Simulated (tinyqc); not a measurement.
Worked calculation: Koster-Slater impurity in an sp3s* host. Values are carried at full precision from step to step, so a last printed digit may differ when a step is redone from the rounded ones.

sp3s* tight binding, nearest neighbours only: anion (a) at 0, cation (c) at a/4 (1,1,1), orbitals s, px, py, pz, s* on each; k in units of 2 pi/a. With phases e_j = exp(i (pi/2) k.n_j) for n = (1,1,1), (1,-1,-1), (-1,1,-1), (-1,-1,1): g0 = (e1+e2+e3+e4)/4, g1 = (e1+e2-e3-e4)/4, g2 = (e1-e2+e3-e4)/4, g3 = (e1-e2-e3+e4)/4. The diagonal holds the levels Esa, Epa, Exa (s*) and Esc, Epc, Exc. Anion-cation block: <sa|sc> = Vss g0; <sa|xc> = Vsapc g1; <xa|sc> = -Vscpa g1; <xa|xc> = Vxx g0; <xa|yc> = <ya|xc> = Vxy g3, <xa|zc> = <za|xc> = Vxy g2, <ya|zc> = <za|yc> = Vxy g1; <s*a|xc> = Vxapc g1; <xa|s*c> = -Vpaxc g1; y and z take g2 and g3 in place of g1; s-s* and s*-s* vanish.

Values chosen for the exercise (out of a larger set: near a published set for InP; not measured data): p = (-8.52, 0.868, -1.493, 4.06, 8.355, 7.136, -5.306, 1.887, 4.224, 2.253, 5.539, 3.442, 4.522) eV (order Esa, Epa, Esc, Epc, Exa, Exc, Vss, Vxx, Vxy, Vsapc, Vscpa, Vxapc, Vpaxc); N = 6 (mesh); V = -6.6 eV (shift of the p levels).

## The gap of the host

Gaps from the top of the valence band to Gamma, to the minimum on (x,0,0) from 0.5 to 1, and to L; the smallest is Eg.

top of the valence band on the scale of the parameters = -0.0074 eV

gaps (eV): Gamma 1.3648, Delta 2.5054, L 1.8939

Eg (smallest gap of the host) = 1.3648 eV

## Where the weight lies

A defect on a cation site (c) shifts the s level there by Vs or the three p levels by Vp and leaves the rest. A level in the gap solves 1/Vs = G_s(E) (symmetry A1) or 1/Vp = G_p(E) (T2, threefold), with G(E) = (1/N^3) sum over k and bands of w/(E - e), where w is the weight of the state on the s orbital of that site, or the mean weight on its px, py, pz. Mesh: k = f1 (-1,1,1) + f2 (1,-1,1) + f3 (1,1,-1), f = (j + 1/2)/N, j = 0 to N - 1. Energies from the top of the valence band at Gamma; the s* orbital of the site is left as it is. An infinite shift removes the s or p orbitals, the model of the ideal vacancy: G(E) = 0.

For each band: mean energy over the mesh and summed weights; each column of weights adds to one.

Bands:
```
band  mean energy (eV)  s weight  p weight
1               -9.776    0.1214    0.0051
2               -5.288    0.3654    0.0158
3               -1.601    0.0047    0.0994
4               -1.264    0.0016    0.0940
5                2.404    0.2686    0.1380
6                3.557    0.1872    0.1030
7                6.209    0.0002    0.2377
8                6.524    0.0003    0.2283
9                9.385    0.0355    0.0129
10              10.187    0.0151    0.0658
```

The filled bands hold 0.493 of the s orbital and 0.214 of each p orbital of the cation. Filled states add positive terms to G in the gap and empty ones negative terms.

## Green functions across the gap

G at nine energies E = Eg j/8.

G(E) (1/eV):
```
E (eV)       G_s       G_p
0.0000  -0.08792   0.00607
0.1706  -0.10390  -0.03483
0.3412  -0.12132  -0.06140
0.5118  -0.14088  -0.08430
0.6824  -0.16338  -0.10595
0.8530  -0.18999  -0.12775
1.0236  -0.22241  -0.15090
1.1942  -0.26349  -0.17680
1.3648  -0.31840  -0.20752
```

Both fall with E, as dG/dE = -sum w/(E - e)^2 demands. G_s keeps its sign, so the vacancy has no level of this symmetry in the gap. G_p changes sign, so the vacancy has a level of this symmetry in the gap.

## A first estimate from the table

A defect that shifts the p level of its cation site by V has a level where the host Green function G_p(E) equals 1/V; E is counted from the top of the valence band. Find it by linear interpolation between the two rows that bracket it.

1/V = -0.15152 1/eV
estimated level = 1.028 eV

## The level and its weight on the defect

Solve by bisection with the full sum. The weight of the bound state on the shifted orbital is G^2/(-G'), which is also dE/dV.

level = 1.0279 eV
G'(E) = -0.14261 1/eV^2
weight on the defect orbital = 0.1610

The level lies 1.028 eV above the valence band and 0.337 eV below the conduction band. Only 16.1 % of it sits on the shifted orbital, the rest on other orbitals, so a shift of 1 eV moves the level by about 161 meV.

## Checks

- Sum of the s weights over all bands against one: both 1.00000.
- First moment of the s weights against the s level of the site, on the scale of the parameters: both -1.49300.

Run: tinyqc, `OMP_NUM_THREADS=1 python tinyqc.py 1452409 1452410 out.jsonl`; Intel(R) Xeon(R) Processor @ 2.30GHz, one thread, shared host; about 0.07 s of CPU time with all checks.
